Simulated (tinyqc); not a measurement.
Size effects in the resistivity of thin metal films and interconnect lines: one step, computed by the program tinyqc. Command: `OMP_NUM_THREADS=1 python tinyqc.py 3026405 3026406 out.jsonl size walk`. One thread of a shared host (Intel(R) Xeon(R) Processor @ 2.30GHz), about 0.01 s of CPU time with the checks.

Electrons lose their drift at surfaces (a share 1 - p of the hits) and at grain boundaries (reflection R), besides bulk scattering. The line sits in a trench with a non-conducting liner on both walls and the bottom; the spacing equals the drawn width.

Task: Metal cross-section. Metal width w_m = w - 2t, height h_m = (aspect ratio) w - t, grain size D = (ratio) w_m.

Inputs (values chosen for the exercise, modelled on silver):

| quantity | value | unit |
|---|---|---|
| drawn line width w | 9.4 | nm |
| grain size over metal width | 0.51 | - |
| aspect ratio (height over width) | 2.5 | - |
| liner thickness t | 2.5 | nm |

Geometry: line.

Give: metal width w_m; metal height h_m; grain size D; share of the trench filled by metal.

Result:

metal width w_m = 4.4 nm

metal height h_m = 21 nm

grain size D = 2.244 nm

share of the trench filled by metal = 41.83 %
